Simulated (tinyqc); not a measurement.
Current of a Schottky diode by thermionic-emission-diffusion theory, and its read-back from I-V-T and C-V data. From one set of inputs to another, one input at a time. Computed by tinyqc, a small Python program. Command: `OMP_NUM_THREADS=1 python tinyqc.py 3031092 3031093 out.jsonl schottky ladder`. One thread of a shared host (Intel(R) Xeon(R) Processor @ 2.30GHz), about 0.01 s of CPU time with the checks.

Full ionisation, no tunnelling, no recombination current. V is the voltage across the junction itself, forward positive.

The inputs printed are set A. Set A is modelled on n-type GaN; the values taken over come from a set modelled on n-type 4H-SiC. Inputs not listed in the table keep their values of set A, so the rows need not describe a real material.

Inputs (values chosen for the exercise, modelled on n-type GaN):
```
quantity                                     value          unit
Richardson constant A*                        26.2  A/(cm^2 K^2)
effective density of states at 300 K, N_c  2.3e+18        1/cm^3
permittivity eps                               9.7             -
mobility mu                                   1000    cm^2/(V s)
barrier without image force phi_0             1.02            eV
doping N                                   1.2e+17        1/cm^3
junction voltage V                            0.44             V
temperature T                                  200             K
```

Barrier: uniform.

Constants: k_B = 8.617333262e-05 eV/K; e = 1.602176634e-19 C; eps_0 = 8.8541878128e-12 F/m.

Method:
- N_c(T) = N_c (T/300 K)^(3/2); V_bi = phi_0 - (k_B T/e) ln(N_c(T)/N); surface field F = sqrt(2 e N (V_bi - V - k_B T/e)/(eps eps_0)); image lowering d_phi = sqrt(e F/(4 pi eps eps_0)); effective barrier phi = phi_0 - d_phi.
- Collection velocity v_R = A* T^2/(e N_c(T)); diffusion velocity v_D = mu F; J = e N_c(T) v_R/(1 + v_R/v_D) exp(-phi/k_B T) [exp(e V/k_B T) - 1].
- Ideality n = (e/k_B T)/(d ln J/dV) by a central difference of +/- 1 mV; J_0 = J exp(-e V/(n k_B T)); apparent barrier phi_IV = k_B T ln(A* T^2/J_0); a C-V plot gives phi_CV = phi_0, the mean without lowering.

Each row keeps all changes above it:
```
input moved                                from       to  ideality factor n  apparent barrier phi_IV (eV)  image lowering (meV)
set A                                         -        -             1.0239                        0.9627                47.646
Richardson constant A* (A/(cm^2 K^2))      26.2      149             1.0262                        0.9642                47.646
mobility mu (cm^2/(V s))                   1000      720             1.0270                        0.9649                47.646
doping N (1/cm^3)                       1.2e+17  4.6e+16             1.0242                        0.9787                37.191
temperature T (K)                           200      350             1.0360                        0.9840                35.604
junction voltage V (V)                     0.44     0.71             1.1046                        0.9469                27.665
barrier without image force phi_0 (eV)     1.02      1.3             1.0352                        1.2548                35.812
```

Which inputs carry the difference?

Ideality factor n goes from 1.02 to 1.04, a factor 1.011 in all. The largest single move comes from barrier without image force phi_0 (a factor 0.937), but it runs against the net change; the largest move in the direction of the net change is junction voltage V (a factor 1.07). Apparent barrier phi_IV goes from 0.963 to 1.25, a factor 1.30 in all. The largest single move comes from barrier without image force phi_0 (a factor 1.33), and junction voltage V works against it (a factor 0.962). Image lowering goes from 47.6 to 35.8, a factor 0.752 in all. The largest single move comes from barrier without image force phi_0 (a factor 1.29), but it runs against the net change; the largest move in the direction of the net change is junction voltage V (a factor 0.777). The single moves hold for this order of the switches; the total does not depend on the order.

Extremes, crossings and ranges named in words are read from the listed rows.
